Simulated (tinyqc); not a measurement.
Inside a calculation. Method: Hubbard ring of 5 sites. Computed by tinyqc, a small Python program that keeps every step. Settings: hopping = 0.75, U = 8.1, mixing = 0.2, iteration cap = 89. Command: `OMP_NUM_THREADS=1 python tinyqc.py 29409 29410 out.jsonl` (the two numbers bound the seeds that draw the settings). One thread of a shared host (Intel(R) Xeon(R) Processor @ 2.60GHz), about 0.2 s of CPU time with the checks.

one-body matrix (hopping and site energies) (eV), order 1, 2, 3, 4, 5:
$$\begin{pmatrix}
0.000000 & -0.750000 & 0.000000 & 0.000000 & -0.750000 \\
-0.750000 & 0.000000 & -0.750000 & 0.000000 & 0.000000 \\
0.000000 & -0.750000 & 0.000000 & -0.750000 & 0.000000 \\
0.000000 & 0.000000 & -0.750000 & 0.000000 & -0.750000 \\
-0.750000 & 0.000000 & 0.000000 & -0.750000 & 0.000000
\end{pmatrix}$$

U = 8.100000 eV

electrons, up and down: [3, 2]

n(up) at the start (a guess, not normalised): 1 0.600000, 2 0.600000, 3 0.600000, 4 0.600000, 5 0.600000

n(down) at the start (a guess): 1 0.400000, 2 0.400000, 3 0.400000, 4 0.400000, 5 0.400000

Each step fills the lowest levels of T + U n(other spin) and sets n(new) = n + mixing (n(out) - n); stop when output and input agree to 1e-8.

Course of the cycle:
```
iteration       E (eV)  largest |n(out) - n(in)|  mean |n_up - n_down|
1           5.32942353                  2.00e-01              0.200000
2           5.04914193                  1.71e-01              0.239304
3           4.56640359                  1.93e-01              0.328427
4           3.75340011                  2.44e-01              0.449902
5           2.70314904                  2.97e-01              0.593532
6           1.51633326                  3.10e-01              0.729007
7           0.56416953                  3.02e-01              0.826752
8           0.01594133                  2.90e-01              0.883728
9          -0.25708601                  2.57e-01              0.915256
10         -0.39261304                  2.20e-01              0.933508
11         -0.46276626                  1.85e-01              0.944781
...                ...                       ...                   ...
79         -0.55434569                  1.33e-07              0.972329
80         -0.55434569                  1.08e-07              0.972329
81         -0.55434569                  8.76e-08              0.972329
82         -0.55434569                  7.10e-08              0.972330
83         -0.55434569                  5.76e-08              0.972330
84         -0.55434569                  4.68e-08              0.972330
85         -0.55434569                  3.79e-08              0.972330
86         -0.55434569                  3.08e-08              0.972330
87         -0.55434569                  2.50e-08              0.972330
88         -0.55434569                  2.03e-08              0.972330
89         -0.55434569                  1.64e-08              0.972330
```

Can the last value be used, and what does the course show?

Not by the stop rule, although the second column moves by less than 1e-07 over the last three steps. Not converged within 89 iterations: the residual falls steadily but slowly, by a factor of about 0.81 a step. The lowest mean-field energy found from random starts is -0.55435 eV. Reruns (cap 100 unless said): mixing 0.5: converged in 34 (E = -0.55435); mixing 0.9: not converged; the original settings with a cap of 400: converged in 92 (E = -0.55435).
